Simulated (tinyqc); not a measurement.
Chemically amplified photoresist: aerial image, acid generation, bake, development and line width. Changing the development selectivity n. Computed by tinyqc, a small Python program. Command: `OMP_NUM_THREADS=1 python tinyqc.py 3015447 3015448 out.jsonl resist sweep`. One thread of a shared host (Intel(R) Xeon(R) Processor @ 2.30GHz), about 0.02 s of CPU time with the checks.

Lines and spaces of pitch p with a two-beam-like image; x = 0 is the middle of the bright space. The resist is positive and treated as uniform in depth.

Inputs (values chosen for the exercise, for a model resist at 193 nm):
```
quantity                                         value     unit
pitch p                                            100       nm
image contrast c                                  0.67        -
mean dose E                                       7.18  mJ/cm^2
Dill parameter C                                 0.022  cm^2/mJ
quencher load q, relative to the acid generator  0.087        -
acid diffusivity D                                0.14   nm^2/s
bake time t                                         60        s
amplification rate k_amp                         0.062      1/s
threshold protection m_th                         0.41        -
largest rate r_max                                 630     nm/s
smallest rate r_min                              0.041     nm/s
resist thickness d                                  74       nm
development time t_d                                60        s
```

Method:
- Dose E(x) = E [1 + c cos(2 pi x/p)]; acid h = 1 - exp(-C E(x)).
- Bake: the acid image is blurred by a Gaussian of variance sigma^2 = 2 D t (each Fourier term k of h, taken on 64 points, is multiplied by exp(-4 pi^2 k^2 D t/p^2)).
- The quencher then removes q, h_eff = max(h_blurred - q, 0); protection m = exp(-k_amp t h_eff).
- Mack rate r = r_max (a + 1)(1 - m)^n/(a + (1 - m)^n) + r_min, a = ((n + 1)/(n - 1))(1 - m_th)^n.
- Edge: vertical development clears the film where r t_d >= d; the space width is twice the x where r = d/t_d.
- Dose sensitivity = d ln(width)/d ln E from widths at 1.005 E and E/1.005; image log-slope at the edge = |d ln E/dx|, normalised by the width (NILS); latitude for 10 % of width = 10 %/sensitivity.

One run for each value:
```
development selectivity n  space width (nm)  dose sensitivity  dose latitude (%)
2                                     68.93              0.55              18.27
3                                     63.16              0.63              15.96
4                                     57.36              0.75              13.40
6                                     47.40              1.09               9.18
8                                     39.24              1.60               6.24
12                                    25.44              3.89               2.57
16                                    10.18             25.16               0.40
```

Over the rows, space width (nm) falls from 68.9 to 10.2 (exponent d ln y / d ln x -0.22 between the first rows and -3.2 between the last); dose sensitivity rises from 0.547 to 25.2 (exponent d ln y / d ln x 0.33 between the first rows and 6.5 between the last); dose latitude (%) falls from 18.3 to 0.397 (exponent d ln y / d ln x -0.33 between the first rows and -6.5 between the last). A larger n moves the protection at which the film just clears towards m_th, so more acid is needed and the space narrows. Left out: 24.0 (the space does not open, or the whole film clears).

Caution (all rows): lateral development, standing waves and the joint diffusion of acid and quencher are left out, so widths are indicative.
